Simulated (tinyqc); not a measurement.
What a faster ramp buys: rapid thermal processing of a wafer: radiative balance, ramp and cooling, pattern effects, pyrometer error and spike budget. Computed by tinyqc, a small Python program. Command: `OMP_NUM_THREADS=1 python tinyqc.py 3110133 3110134 out.jsonl rtp walk`. One thread of a shared host (Intel(R) Xeon(R) Processor @ 2.30GHz), about 0.05 s of CPU time with the checks.

The wafer is opaque and uniform through its thickness unless said otherwise; temperatures in formulas are in kelvin (C + 273.15). sigma = 5.670374419e-12 W/(cm^2 K^4).

Inputs (values chosen for the exercise, modelled on a hot silicon wafer):
```
quantity                                              value         unit
wafer thickness d                                       525   micrometre
heat capacity per volume C                              2.2   J/(cm^3 K)
thermal conductivity k                                 0.26     W/(cm K)
emissivity eps of each face                            0.66            -
reflectivity of the chamber walls r                    0.73            -
gas heat-transfer coefficient h, both faces together    6.3  mW/(cm^2 K)
wall temperature T_w                                    350            K
process temperature                                     607            C
starting temperature                                    450            C
ramp rate                                                26          K/s
activation energy of the process E_a                   3.46           eV
```

Constants: k_B = 8.617333262e-05 eV/K.

Method:
- Effective emissivity between parallel grey plates: eps_eff = 1/(1/eps + 1/(1 - r) - 1). Loss per area q(T) = 2 eps_eff sigma (T^4 - T_w^4) + h (T - T_w).
- Absorbed power during a ramp = q(T) + C d x ramp rate; thermal time constant tau = C d/(dq/dT), dq/dT = 8 eps_eff sigma T^3 + h; natural cooling rate q/(C d); front-to-back difference under one-sided heating at the end of the ramp = (absorbed power) d/(2 k).
- Cooling with the lamps off: C d dT/dt = -q(T), integrated adaptively (relative tolerance 1e-10).
- Spike anneal: linear ramp to the peak, then lamps off. Equivalent time at the peak = int exp(-(E_a/k_B)(1/T - 1/T_peak)) dt; estimate (k_B T^2/E_a)(1/ramp rate + 1/cooling rate). The ramp part uses 4000 trapezoid steps, the cooling part 4000 steps over 4 tau.

time constant tau = 8.47319 s

holding power q = 4.91275 W/cm^2

natural cooling rate = 42.5347 K/s

Against the ramp rate:
```
ramp (K/s)  ramp part (s)  cooling part (s)  total (s)  power at the peak (W/cm^2)
10                 1.8498           0.45788     2.3077                        6.07
25                 0.7399           0.45788     1.1978                        7.80
50                 0.3700           0.45788     0.8278                       10.69
100                0.1850           0.45788     0.6429                       16.46
250                0.0740           0.45788     0.5319                       33.79
500                0.0370           0.45788     0.4949                       62.66
1000               0.0185           0.45788     0.4764                      120.41
```

What follows from these numbers?

From 10 to 100 K/s the total falls by a factor 3.6, from 100 to 1000 K/s by 1.35: the cooling part, 0.458 s, is a floor, and the natural cooling rate here is 42.5 K/s.

Extremes, crossings and ranges named in words are read from the listed rows.
